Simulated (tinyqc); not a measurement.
## Transistor under a ferroelectric capacitor (negative capacitance), static model: effect of the capacitance of the inner oxide

A ferroelectric film of thickness tf lies between the gate and an inner metal at potential v, which drives an ordinary transistor. One domain, P = Q (background permittivity neglected): Vg = v + tf (2 al Q + 4 be Q^3), al = -3 sqrt(3) Ec/(4 Pr), be = 3 sqrt(3) Ec/(8 Pr^3). Gate charge Q(v) = Qi + Cp v with the channel charge Qi = Cox n Vt ln(1 + exp((v - VT)/(n Vt))). Q in uC/cm^2, E in kV/cm; 1 nm times 1 kV/cm is 1e-4 V. Domains, leakage and the switching time are left out.

C = dQ/dv = Cox/(1 + exp(-(v - VT)/(n Vt))) + Cp; dVg/dv = 1 + C tf (2 al + 12 be Q^2); gain = dv/dVg. The largest gain is taken over -0.3 V < v < 2.5 V, tc is the thickness at which dVg/dv first touches zero, the swing is n Vt ln 10 (1 + 2 al tf Cp), v solves Vg(v) = Vg, and the last column compares Qi(v) with Qi(Vg) of the transistor without the film.

Inputs (values chosen for the exercise); Pr and Ec close to those of hafnium oxide based films: temperature T = 300 K; remanent polarisation Pr = 11 uC/cm^2; coercive field Ec = 1500 kV/cm; overlap capacitance per gate area Cp = 1.09 uF/cm^2; threshold of the inner transistor VT = 0.28 V; subthreshold factor of the inner transistor n = 1.05; ferroelectric thickness tf = 3 nm; gate voltage Vg = 0.46 V.

Constants: q = 1.602176634e-19 C, kB = 1.380649e-23 J/K, Vt = kB T/q. Results are converted to the units shown.

Result of one run:
```
Cox (uF/cm^2)  tc (nm)  largest gain  swing (mV/decade)  v at Vg (V)  Qi with/without film
4                5.714         2.105              55.26       0.7127                 2.403
```

What becomes of these results when the capacitance of the inner oxide Cox is changed from 4 to 3.5 uF/cm^2, all else the same?

Result of the changed run:
```
Cox (uF/cm^2)  tc (nm)  largest gain  swing (mV/decade)  v at Vg (V)  Qi with/without film
3.5              6.316         1.905              55.26       0.6782                 2.212
```

The whole series:
```
Cox (uF/cm^2)  tc (nm)  largest gain  swing (mV/decade)  v at Vg (V)  Qi with/without film
1                13.66         1.281              55.26       0.5523                 1.513
1.5              11.06         1.372              55.26       0.5717                 1.620
2                9.294         1.477              55.26       0.5936                 1.742
2.5              8.024         1.597              55.26       0.6185                 1.880
3                7.065         1.738              55.26       0.6467                 2.037
3.5              6.316         1.905              55.26       0.6782                 2.212
4                5.714         2.105              55.26       0.7127                 2.403
4.5              5.221         2.351              55.26       0.7491                 2.606
5                4.809         2.659              55.26       0.7857                 2.809
```

As Cox goes from 1 to 5 uF/cm^2, the largest gain rises from 1.28 to 2.66, the swing stays at 55.3 mV a decade and tc falls from 13.7 to 4.81 nm. For Cox = 4 to 5 uF/cm^2 the gate charge passes 2.5 uC/cm^2, about what a silicon dioxide interlayer withstands.

Program tinyqc, `OMP_NUM_THREADS=1 python tinyqc.py 2860015 2860016 out.jsonl`; Intel Xeon 2.30GHz, shared host, one thread, about 0.02 s.
